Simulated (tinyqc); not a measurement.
Worked calculation: RKS/B3LYP (VWN-RPA form) in the 6-311g basis, for He, spin multiplicity 1. One step of it, computed by the program tinyqc.

Question. Orthogonalisation. S = U s U^T; symmetric (Loewdin) form X = U s^(-1/2) U^T, so that X^T S X = 1.

overlap S, lower triangle:
```
          1He 1s    1He 2s    1He 3s
1He 1s  1.000000
1He 2s  0.680472  1.000000
1He 3s  0.328596  0.751574  1.000000
```

Give: eigenvalues of S; X.

Answer.

eigenvalues of S: 0.1357  0.6734  2.1908

X, lower triangle:
```
         1He 1s   1He 2s  1He 3s
1He 1s   1.3166
1He 2s  -0.6459   1.8555
1He 3s   0.1507  -0.7714  1.4367
```
